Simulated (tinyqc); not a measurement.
Inside a calculation: heterojunction of two tight-binding chains. Values are carried at full precision from step to step, so a last printed digit may differ when a step is redone from the rounded ones.

Left chain: hopping -t1, sites at 2 t1 (band bottom 0). Right chain: hopping -t2, sites at dE + 2 t2 (bottom dE). t = c/(m a^2), c = hbar^2/2m0. The bond across the interface is -tc with tc = f sqrt(t1 t2), and the last left site has the extra energy U. In a chain E = bottom + 2t (1 - cos(ka)); the surface Green function of a half chain is g = -exp(ika)/t, with Im k > 0 where cos(ka) > 1.

Constants: hbar^2/2m0 = 3.80998211 eV angstrom^2.

Inputs chosen for the exercise (masses and offset of the size met at GaN / AlGaN; shifted at random, so the results belong to these values and not to a real crystal): a = 5.65 angstrom (site spacing); m1 = 0.193 m0 (mass on the left); m2 = 0.234 m0 (mass on the right); f = 1 (factor on the interface hopping); dE = 0.4 eV (band offset); E = 0.51 eV (electron energy); U = -1.25 eV (extra energy on the last left site).

## Hoppings

Form t1, t2 and tc.

t1 = 0.6184 eV
t2 = 0.5100 eV
tc = 0.5616 eV

## Wave numbers and velocities

The left chain has hopping t1 and band bottom 0, the right one t2 and dE. cos(ka) = 1 - (E - bottom)/(2t); dE/dk = 2 t a sin(ka).

ka (rad): left 0.94265, right 0.46868

dE/dk (eV angstrom): left 5.6540, right 2.6034

## Self-energies on the last left site

Hoppings t1 (left), t2 (right), tc (interface); g is the surface Green function of a half chain. The rest of the left chain gives S1 = t1^2 g1 = -t1 exp(i k1 a); the right chain gives S2 = tc^2 g2 = -(tc^2/t2) exp(i k2 a).

S1 = -0.36340-0.50036i eV
S2 = -0.55171-0.27933i eV

## Transmission

The last site of the left chain has energy 2 t1 + U, and S1, S2 are the self-energies of the two half chains on it. G = 1/(E - 2 t1 - U - S1 - S2); T = 4 Im(S1) Im(S2) |G|^2.

G = 0.5374-0.2913i 1/eV
T = 0.2089

A fraction 0.7911 is reflected although the electron lies above the step.

## Checks

- T from the Green function against 1 - |r|^2 from matching plane waves: both 0.208867.

Program tinyqc; command `OMP_NUM_THREADS=1 python tinyqc.py 1452677 1452678 out.jsonl`; about 0.01 s on one thread of a shared Intel(R) Xeon(R) Processor @ 2.30GHz.
